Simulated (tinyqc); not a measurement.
One mass for the acceptor? Model: shallow acceptor in the spherical model (Baldereschi-Lipari), strong spin-orbit limit. Computed by tinyqc, a small Python program. Command: `OMP_NUM_THREADS=1 python tinyqc.py 3012293 3012294 out.jsonl acceptor walk`. One thread of a shared host (Intel(R) Xeon(R) Processor @ 2.30GHz), about 0.01 s of CPU time with the checks.

The 1S(3/2) state has an s envelope f(r) and a d envelope g(r). In effective units they obey -(f'' + 2f'/r + 2f/r) + mu (g'' + 5g'/r + 3g/r^2) = E f and -(g'' + 2g'/r - 6g/r^2 + 2g/r) + mu (f'' - f'/r) = E g. The cubic term, the split-off band and the central cell are left out.

Inputs (values chosen for the exercise, modelled on InAs): Luttinger gamma_1 = 20; Luttinger gamma_2 = 8.23; Luttinger gamma_3 = 9.25; dielectric constant eps = 14.9.

Constants: Ry = 13.605693123 eV; a_0 = 0.529177210903 angstrom.

Method:
- Ry* = Ry/(gamma_1 eps^2), a* = a_0 eps gamma_1, mu = (6 gamma_3 + 4 gamma_2)/(5 gamma_1), delta = (gamma_3 - gamma_2)/gamma_1; spherical masses 1/(gamma_1 (1 - mu)) (heavy) and 1/(gamma_1 (1 + mu)) (light).
- Basis: f_i = exp(-zeta_i r), g_i = r exp(-zeta_i r), weight r^2 dr, s = zeta_i + zeta_j. S_ff = 2/s^3, H_ff = zeta_i zeta_j S_ff - 2/s^2; S_gg = 24/s^5, H_gg = 8/s^3 + 24 zeta_i zeta_j/s^5 - 12/s^4; H(f_i, g_j) = mu (6 zeta_i^2/s^4 + 2 zeta_i/s^3); S_fg = 0. Each function is normalised by sqrt(S_ii).
- Large basis: zeta_i = 0.08 x 1.55^(i-1), i = 1..20 in each channel; overlap eigenvalues below 1e-11 are dropped.
- Binding energies are -E Ry*; the mass that fits is E(1S) eps^2/Ry.
- Hydrogenic binding Ry m/eps^2; the density-of-states mass is (m_H^(3/2) + m_L^(3/2))^(2/3); errors are against the large basis.

light-hole mass = 0.0265365 m_0

heavy-hole mass = 0.431779 m_0

1S(3/2) binding energy = 12.7801 meV

1S binding energy:
```
mass                     value (m_0)  binding (meV)  error (%)
light hole                   0.02654          1.626     -87.28
1/gamma_1                    0.05000          3.064     -76.02
mean of heavy and light      0.22916         14.044       9.89
heavy hole                   0.43178         26.461     107.05
density of states            0.43615         26.729     109.15
```

The coupled result, 12.78 meV, lies between the 1/gamma_1 value (no coupling) and the heavy-hole value; the closest single rule here is "mean of heavy and light", off by +9.9 %.
